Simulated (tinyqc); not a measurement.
Inside a calculation. Model: one-dimensional ballistic tunnel FET, two-band WKB.

Program tinyqc, `OMP_NUM_THREADS=1 python tinyqc.py 2620110 2620111 out.jsonl`; Intel Xeon 2.30GHz, shared host, one thread, about 0.01 s. Printed values are rounded.

A p-type source for x < 0 with its Fermi level at 0 and its valence edge at ds; in the channel the bands fall as D exp(-x/lam) towards their flat values, with the conduction edge at Ec = ds - dP and D = dP + Eg. The gate moves dP one to one. The drain Fermi level lies at -Vd and the drain side reflects nothing. For w = E - Ec between 0 and dP an electron crosses the gap. Two-band dispersion with equal masses m: inside the gap kappa = sqrt(m u (1 - u/Eg)/C), u the distance from a band edge, C = hbar^2/(2 m0).

Values chosen for this exercise; band and dielectric values close to those of indium arsenide:
```
symbol  value  unit                                           meaning
T         300     K                                       temperature
Eg      0.349    eV                                          band gap
m       0.029    m0              band-edge mass of the two-band model
lam       2.1    nm           screening length of the source junction
ds       0.17    eV  source valence edge above the source Fermi level
Vd        0.1     V                                        drain bias
g           1              number of degenerate subbands (spin apart)
dP        0.1    eV        tunnelling window Ev(source) - Ec(channel)
w0      0.072    eV          energy above the channel conduction edge
nc          9                                       cells of the path
nE         11                               points of the energy grid
```

Constants: q = 1.602176634e-19 C, kB = 1.380649e-23 J/K, hbar = 1.054571817e-34 J s, h = 6.62607015e-34 J s, m0 = 9.1093837015e-31 kg, Vt = kB T/q, hbar^2/(2 m0) = 0.0380998212 eV nm^2. Results are converted to the units shown.

Range of the model: Where S is below about 2 the WKB prefactor of 1 is a rough guess.

## The path through the gap by the midpoint rule

At w = w0 the path runs from xa = lam ln(D/(w + Eg)) to xb = lam ln(D/w); u(x) = w + Eg - D exp(-x/lam) is the height above the valence edge. Cut it into nc equal cells: S = 2 (cell width) times the sum of kappa at the centres.

xa = 0.1352191 nm
xb = 3.843749 nm

| cell | x (nm) | u (eV) | kappa (1/nm) |
|---|---|---|---|
| 0 | 0.341249 | 0.0393425 | 0.1630034 |
| 1 | 0.753307 | 0.1073414 | 0.2378535 |
| 2 | 1.165366 | 0.1632252 | 0.2571650 |
| 3 | 1.577425 | 0.2091522 | 0.2525712 |
| 4 | 1.989484 | 0.2468966 | 0.2344782 |
| 5 | 2.401543 | 0.2779161 | 0.2075713 |
| 6 | 2.813602 | 0.3034090 | 0.1736915 |
| 7 | 3.225661 | 0.3243599 | 0.1320261 |
| 8 | 3.637720 | 0.3415780 | 0.0743584 |

S = 1.427964

## The exponent in closed form

S(w) = 2 lam int_0^Eg kappa(u) du/(w + Eg - u) = 2 pi lam sqrt(m/(C Eg)) [w + Eg/2 - sqrt(w (w + Eg))], T(w) = exp(-S). The common triangular estimate is S = (4/3) lam sqrt(m/C) Eg^1.5/(dP + Eg) for all w.

S(w0) = 1.410724
T(w0) = 0.2439666
triangular S = 1.121727

The midpoint value is 1.2 % above the closed form, and the triangular estimate 20 % below it.

## Current on a coarse grid

S(w) = 2 lam int_0^Eg kappa(u) du/(w + Eg - u) = 2 pi lam sqrt(m/(C Eg)) [w + Eg/2 - sqrt(w (w + Eg))], T(w) = exp(-S). I = g (2 q^2/h) int_0^dP T(w) [f(E) - f(E + Vd)] dw, E = ds - dP + w, f(x) = 1/(1 + exp(x/Vt)). Simpson's rule on nE equally spaced points.

| point | w (eV) | T(w) | difference of the f |
|---|---|---|---|
| 0 | 0.0000000 | 0.03336269 | 0.06112768 |
| 1 | 0.0100000 | 0.08824492 | 0.04238748 |
| 2 | 0.0200000 | 0.1205066 | 0.02920492 |
| 3 | 0.0300000 | 0.1485110 | 0.02003232 |
| 4 | 0.0400000 | 0.1739350 | 0.01369810 |
| 5 | 0.0500000 | 0.1974397 | 0.009346805 |
| 6 | 0.0600000 | 0.2193819 | 0.006368408 |
| 7 | 0.0700000 | 0.2399900 | 0.004334755 |
| 8 | 0.0800000 | 0.2594266 | 0.002948507 |
| 9 | 0.0900000 | 0.2778164 | 0.002004648 |
| 10 | 0.1000000 | 0.2952593 | 0.001362501 |

I = 0.01529016 uA

A converged quadrature gives 0.01545 uA; this grid is 1.0 % below that.
